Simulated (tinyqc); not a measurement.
Read current of a NAND string, cells in series solved by shooting: one step of the calculation.

Cells in series, numbered from 0 at the source line (0 V) to the bit line, each followed by a gap resistance Rg. A cell with gate Vg, threshold VT, source Vs and drain Vd passes I = 2 nf K Vt^2 [F(Vs) - F(Vd)]/(1 + th max(Vg - VT, 0)), F(V) = ln^2(1 + exp((Vg - VT - nf V)/(2 nf Vt))). The selected cell has Vg = Vr, the others Vg = Vp.

Question. Node voltages for a trial current. For a trial current I start at 0 V and, cell by cell (the selected one is cell 0), solve for the drain: sqrt(F(Vd)) = sqrt(F(Vs) - I/k), k = 2 nf K Vt^2/(1 + th max(Vg - VT, 0)), Vd = [Vg - VT - 2 nf Vt ln(exp(sqrt F) - 1)]/nf, then add I Rg.

Values chosen for this exercise; values of the order met in vertical NAND strings:
```
symbol  value    unit                                 meaning
T         300       K                             temperature
K          23  uA/V^2                   gain factor of a cell
nf        1.3                                    slope factor
th       0.07     1/V               mobility reduction factor
Rg        3.8    kohm     resistance of the gap between cells
Vbl       0.3       V                        bit-line voltage
Vp        6.6       V                            pass voltage
Vr       3.02       V  read voltage on the selected word line
```

Constants: q = 1.602176634e-19 C, kB = 1.380649e-23 J/K, Vt = kB T/q. Results are converted to the units shown.

first trial current = 1.3 uA
thresholds from the source end, cell 0 to 4 (V): [1.9, 4.3, 4.3, 4.3, 4.3]

Wanted: node voltage after each cell and gap, trial 1.

Answer.

node voltage after each cell and gap, trial 1, cell 0 to 4 (V): [0.061199, 0.095953, 0.13134, 0.16739, 0.20416]

Program tinyqc, `OMP_NUM_THREADS=1 python tinyqc.py 2142188 2142189 out.jsonl`; Intel Xeon 2.30GHz, shared host, one thread, about 0.6 s.
